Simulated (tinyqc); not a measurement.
# Gate voltage for a wanted density

Inverse problem. A HEMT has a barrier of thickness d, permittivity eb and off voltage Voff; energies are counted from the channel band edge at the interface. F = q (eta ns + Nb)/(eps0 ec) in eV/nm; E_k = a_k (C F^2/me)^(1/3), a_0 = 2.338107, a_1 = 4.087949, C = hbar^2/(2 m0); D = me m0 q/(pi hbar^2); ns = D Vt [ln(1 + exp((EF - E_0)/Vt)) + ln(1 + exp((EF - E_1)/Vt))], which gives EF = E_0 + Vt ln{2 s/[(1 + u) + sqrt((1 + u)^2 + 4 u s)]} with s = exp(ns/(D Vt)) - 1, u = exp((E_0 - E_1)/Vt). Charge control: ns + Nb = eps0 eb (Vg - Voff - EF)/(q d). Find E_0, E_1, EF and the Vg that gives this ns.

Values chosen for this exercise; material values close to those of AlGaN on GaN:
```
symbol   value   unit                                         meaning
T          300      K                                     temperature
d           27     nm                               barrier thickness
me        0.22     m0                    electron mass in the channel
ec        9.71                   relative permittivity of the channel
eta     0.6875         share of ns that counts in the confining field
Nb           0  cm^-2                  depletion charge of the buffer
```

Constants: q = 1.602176634e-19 C, kB = 1.380649e-23 J/K, hbar = 1.054571817e-34 J s, m0 = 9.1093837015e-31 kg, Vt = kB T/q, eps0 = 8.8541878128e-14 F/cm where lengths are in cm, hbar^2/(2 m0) = 0.0380998212 eV nm^2. Results are converted to the units shown.

ns = 6.8e12 cm^-2
eb = 9.5723000
Voff = -6.7852428 V

Answer. In this direction nothing needs iterating: ns fixes the field, the levels and EF, and the charge-control relation gives Vg.

E_0 = 0.2561 eV
E_1 = 0.4478 eV
EF = 0.3283 eV
Vg = -2.986 V

Computed by the program tinyqc: `OMP_NUM_THREADS=1 python tinyqc.py 2180151 2180152 out.jsonl`, one thread of a shared Intel Xeon 2.30GHz, about 0.01 s for the whole run.
